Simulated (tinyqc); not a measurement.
## Hall measurement with a parallel conducting layer

Two layers in parallel, unit Hall factors, low field: 1/Rs = q (ns mu + n2 m2); apparent mobility (ns mu^2 + sg n2 m2^2)/(ns mu + n2 m2); apparent density (ns mu + n2 m2)^2/(ns mu^2 + sg n2 m2^2); a negative value means the sign of the second layer.

Values chosen for this exercise: sheet density of the layer ns = 3.1e13 cm^-2; drift mobility mu = 37 cm^2/(V s); mobility of the parallel layer m2 = 32 cm^2/(V s); sign of its carriers relative to the first layer sg = 1.

Constants: q = 1.602176634e-19 C. Results are converted to the units shown.

Results:
```
n2 (cm^-2),Rs (ohm/square),apparent density (cm^-2),apparent mobility (cm^2/(V s)),share of the conductance in layer 2 (%)
1e11,5426,3.110e13,36.99,0.2782
4e11,5382,3.139e13,36.94,1.104
2e12,5154,3.297e13,36.74,5.285
7e12,4553,3.789e13,36.18,16.34
1e14,1436,1.305e14,33.32,73.61
5e14,364.0,5.303e14,32.33,93.31
2e15,95.81,2.030e15,32.09,98.24
9e15,21.59,9.030e15,32.02,99.60
```

Estimate the missing row, n2 = 3e13 cm^-2.

Computed row:
```
n2 (cm^-2),Rs (ohm/square),apparent density (cm^-2),apparent mobility (cm^2/(V s)),share of the conductance in layer 2 (%)
3e13,2962,6.068e13,34.72,45.56
```

With this row back in the table: The apparent mobility falls from 37.0 to 32.0 cm^2/(V s), between mu = 37 and sg m2 = 32. The apparent density never exceeds ns + n2; among the rows it falls to 0.995 of that sum, at n2 = 3e13.

Numbers from tinyqc (`OMP_NUM_THREADS=1 python tinyqc.py 2850209 2850210 out.jsonl`; about 0.01 s on one thread of a shared Intel Xeon 2.30GHz).
